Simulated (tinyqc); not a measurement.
MOSFET in saturation, small-signal circuit and noise: two steps of the calculation.

Bias by the inversion coefficient IC = I/Ispec (charge-based model with velocity saturation; weak inversion below 0.1, strong above 10). Common-source circuit: gm, gds, Cgs, Cgd and Cj at the inner nodes, Rg in series with the gate; quasi-static, no source or drain resistance, no gate-body capacitance, no substrate network, no induced gate noise, so fmax is an upper estimate.

Inputs (values chosen for the exercise): temperature T = 350 K; gate length L = 350 nm; total gate width W = 40 um; gate capacitance Cox = 2.06 uF/cm^2; mobility mu = 170 cm^2/(V s); slope factor n = 1.29; velocity-saturation length Ls = 25 nm; overlap and fringe capacitance per side Cov = 0.33 fF/um; drain junction capacitance Cj = 0.56 fF/um; sheet resistance of the gate Rsh = 8 ohm; finger width Wf = 1 um; gate contact and vertical resistance Rc = 200 ohm um; inversion coefficient IC = 0.81; short-channel excess of the noise factor gw = 0.13; oxide trap density Nt = 3.8e17 cm^-3 eV^-1; tunnelling length into the oxide lt = 0.1 nm; Coulomb scattering coefficient ac = 1000 V s/C.

Constants: q = 1.602176634e-19 C, kB = 1.380649e-23 J/K, Vt = kB T/q. Results are converted to the units shown.

Task 1. Capacitances, gate resistance and cut-off frequencies. qs = [sqrt(1 + 4 IC) - 1]/2, Cgs = Cox W L qs (2 qs + 3)/(3 (qs + 1)^2) + Cov W, Cgd = Cov W, Cd = Cj W, Rg = Rsh (Wf/L)/(12 Nf) + Rc/W with Nf = W/Wf fingers (not rounded) contacted at both ends. fT = gm/(2 pi (Cgs + Cgd)), fmax = fT/(2 sqrt(Rg (gds + 2 pi fT Cgd))).

gm = 1.2653397 mS
gds = 0.015184077 mS

Give: Cgs; Cgd; Cd; Rg; fT; fmax.

Result 1.

Cgs = 101.53 fF
Cgd = 13.200 fF
Cd = 22.400 fF
Rg = 5.0476 ohm
fT = 1.7554 GHz
fmax = 30.810 GHz

Overlap and fringe make up 23.0 % of the gate capacitance; fmax is 17.6 times fT.

Task 2. Noise at the gate. Channel noise Sid = 4 kB T gam n gm with gam = (1/2 + (2/3) qs)/(1 + qs) + gw lc IC, qs = [sqrt(1 + 4 IC) - 1]/2, lc = Ls/L (the last term an empirical rise with velocity saturation); at the gate, white noise Sw = Sid/gm^2 + 4 kB T Rg. Number fluctuation with correlated mobility: S(f) = K/f, K = q^2 Vt lt Nt/(W L Cox^2) (1 + ac mu Cox I/gm)^2, Vt in eV with Nt per eV. Corner fc = K/Sw. Full shot noise would be 2 q I.

I = 76.084235 uA
gm = 1.2653397 mS
Rg = 5.0476190 ohm

Find: gam; Sid; Sid/(2 q I); sqrt(Sw); K; fc.

Result 2.

gam = 0.56522
Sid = 1.7833e-23 A^2/Hz
Sid/(2 q I) = 0.73147
sqrt(Sw) = 3.3520 nV/Hz^0.5
K = 5.1628e-12 V^2
fc = 0.45949 MHz

The gate resistance gives 0.87 % of the white noise power.

Computed by the program tinyqc: `OMP_NUM_THREADS=1 python tinyqc.py 2150153 2150154 out.jsonl`, one thread of a shared Intel Xeon 2.30GHz, about 0.01 s for the whole run.
